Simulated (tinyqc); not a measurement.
What each parameter does: polytypes by hexagonality, and a cubic inclusion as a quantum well.

Gap: E3 + (E2 - E3) h. Valence top Ev2 h and polarisation P2 h, both counted from 3C; Ec = Ev + gap.

A cubic inclusion of width L = N d in the host (h = 1) is a well of depth V = Ec(host) - Ec(3C). Square well with mass mismatch: k tan(k L/2) = (m_w/m_b) q, k = sqrt(m_w E/c), q = sqrt(m_b (V - E)/c), c = hbar^2/2m0, lowest root. The depth of the level, V - E, is its binding, and the transition to the valence top of the host is gap(host) - (V - E). The step in polarisation gives a field |F| = |P|/(eps eps0) in a thin inclusion, eps0 = 8.8541878e-12 F/m.

Constants: hbar^2/2m0 = 3.80998211 eV angstrom^2.

Inputs chosen for the exercise (of the order of those of InAs; the results hold for these values, not for the real material):

| symbol | value | unit | meaning |
|---|---|---|---|
| E3 | 0.417 | eV | gap of the cubic polytype |
| E2 | 0.464 | eV | gap of 2H |
| Ev2 | 0.053 | eV | valence top of 2H above that of 3C |
| P2 | 0.002 | C/m^2 | spontaneous polarisation of 2H |
| m | (0.028, 0.025) | m0 | electron mass along c in the cubic layer and in the host |
| d | 3.497 | angstrom | thickness of a double layer |
| eps | 15.3 |  | dielectric constant |
| N | 6 |  | double layers in the cubic inclusion |

Well depth, depth of the level, transition without the field and field.

One parameter was then changed.

Results before and after:

| case | V (eV) | depth (eV) | transition (eV) | \|F\| (MV/cm) |
|---|---|---|---|---|
| base | 0.1000 | 0.0066 | 0.4574 | 0.148 |
| changed | 0.1000 | 0.0066 | 0.4574 | 0.192 |

Which of these changes was made? (a) N = 7; (b) E3 = 0.397 eV; (c) eps = 16.3; (d) E2 = 0.494 eV; (e) Ev2 = 0.083 eV; (f) P2 = 0.0026 C/m^2; (g) m = (0.034, 0.025) m0.

Answer: (f) P2 = 0.0026 C/m^2. Of the candidates, run in turn, only this one gives the changed row.

All candidates:

| case | V (eV) | depth (eV) | transition (eV) | \|F\| (MV/cm) |
|---|---|---|---|---|
| base | 0.1000 | 0.0066 | 0.4574 | 0.148 |
| N = 7 | 0.1000 | 0.0088 | 0.4552 | 0.148 |
| Ev2 = 0.083 eV | 0.1300 | 0.0109 | 0.4531 | 0.148 |
| E3 = 0.397 eV | 0.1200 | 0.0094 | 0.4546 | 0.148 |
| E2 = 0.494 eV | 0.1300 | 0.0109 | 0.4831 | 0.148 |
| P2 = 0.0026 C/m^2 | 0.1000 | 0.0066 | 0.4574 | 0.192 |
| eps = 16.3 | 0.1000 | 0.0066 | 0.4574 | 0.139 |
| m = (0.034, 0.025) m0 | 0.1000 | 0.0067 | 0.4573 | 0.148 |

(tinyqc, `OMP_NUM_THREADS=1 python tinyqc.py 1880641 1880642 out.jsonl`, Intel(R) Xeon(R) Processor @ 2.30GHz, 1 thread, shared host, about 0.2 s.)
